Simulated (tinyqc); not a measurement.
Configuration-coordinate model of carrier capture at a defect: one step. Optical transitions. Three cases, with inputs chosen for the exercise.

Question. Vertical ionisation from the trapped minimum costs ET + ER; vertical capture from the free minimum releases ET - ER (none if negative); the band has a standard deviation sqrt(S hw^2 coth(hw/2kT)) with S = ER/hw, and a full width 2.35482 times that.

Two parabolas of equal curvature k in one coordinate Q: with the carrier free at the band edge, U_f = k Q^2/2; with the carrier trapped, U_t = k (Q - dQ)^2/2 - ET. ER = k dQ^2/2, Huang-Rhys factor S = ER/hw, hw = 0.0646541 sqrt(k/M) eV for k in eV/angstrom^2 and M in u. The curves cross at a height Eb = (ER - ET)^2/(4 ER) above the free minimum.

Constants: kB = 8.617333262e-05 eV/K.

Give: energies; coth(hw/2kT); standard deviation; full width.

Case 1.

Values chosen (of the size met at a deep level in Si; the results hold for these values, not for the real material): ET = 0.32 eV (thermal depth of the level below the band edge); ER = 0.18 eV (relaxation energy); hw = 0.035 eV (phonon energy of the mode); T = 400 K (temperature).

Answer.

energies (eV): ionisation peak 0.500, zero-phonon 0.320, emission peak 0.140

coth(hw/2kT) = 2.1361
standard deviation = 0.1160 eV
full width = 0.2732 eV

Radiative capture would peak at 0.140 eV. The optical peak exceeds the thermal depth by a factor 1.56.

Case 2.

Values chosen (of the size met at a vacancy centre in SiC; the results hold for these values, not for the real material): ET = 0.53 eV (thermal depth of the level below the band edge); ER = 0.46 eV (relaxation energy); hw = 0.054 eV (phonon energy of the mode); T = 400 K (temperature).

Answer.

energies (eV): ionisation peak 0.990, zero-phonon 0.530, emission peak 0.070

coth(hw/2kT) = 1.5277
standard deviation = 0.1948 eV
full width = 0.4587 eV

Radiative capture would peak at 0.070 eV. The optical peak exceeds the thermal depth by a factor 1.87.

Case 3.

Values chosen (of the size met at a DX centre in AlGaAs; the results hold for these values, not for the real material): ET = 0.07 eV (thermal depth of the level below the band edge); ER = 0.94 eV (relaxation energy); hw = 0.01 eV (phonon energy of the mode); T = 350 K (temperature).

Answer.

energies (eV): ionisation peak 1.010, zero-phonon 0.070, emission peak -0.870

coth(hw/2kT) = 6.0873
standard deviation = 0.2392 eV
full width = 0.5633 eV

Vertical capture would need energy: there is no luminescence peak (at most a tail of the broadened line), and a carrier freed by light must cross the barrier Eb to return or tunnel through it; where tunnelling is slow this gives persistent photoconductivity at low temperature. The optical peak exceeds the thermal depth by a factor 14.43.

Computed by tinyqc, one run a case: `OMP_NUM_THREADS=1 python tinyqc.py N N+1 out.jsonl` with N = 1450459, 1450592, 1450637; one thread of a shared Intel(R) Xeon(R) Processor @ 2.30GHz, about 0.01 s a run at most.
